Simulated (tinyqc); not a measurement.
Rapid thermal processing of a wafer: radiative balance, ramp and cooling, pattern effects, pyrometer error and spike budget: one step, computed by the program tinyqc. Command: `OMP_NUM_THREADS=1 python tinyqc.py 3110244 3110245 out.jsonl rtp walk`. One thread of a shared host (Intel(R) Xeon(R) Processor @ 2.30GHz), about 0.04 s of CPU time with the checks.

The wafer is opaque and uniform through its thickness unless said otherwise; temperatures in formulas are in kelvin (C + 273.15). sigma = 5.670374419e-12 W/(cm^2 K^4).

Question. Pattern effect. At steady state a sinusoidal change of absorbed power of relative amplitude a and period p gives the temperature amplitude a q/(dq/dT + k d (2 pi/p)^2); healing length l = sqrt(k d/(dq/dT)); process change = E_a dT/(k_B T^2). Emissivity is taken as unchanged.

Inputs (values chosen for the exercise, modelled on a hot silicon wafer): wafer thickness d = 525 micrometre; thermal conductivity k = 0.28 W/(cm K); wall temperature T_w = 300 K; process temperature = 1050 C; relative change of absorptivity over a pattern = 14 %; period of the pattern = 0.79 mm; activation energy of the process E_a = 2.7 eV.

dq/dT = 39.01328 mW/(cm^2 K)

holding power q = 13.33547 W/cm^2

Constants: k_B = 8.617333262e-05 eV/K.

Give: healing length l; amplitude without lateral conduction; amplitude; change of the process rate.

Answer.

healing length l = 6.138 mm

amplitude without lateral conduction = 47.85 K

amplitude = 0.02007 K

change of the process rate = 0.03592 %

Lateral conduction cuts the amplitude to 0.042 %, since p/(2 pi l) = 0.020.
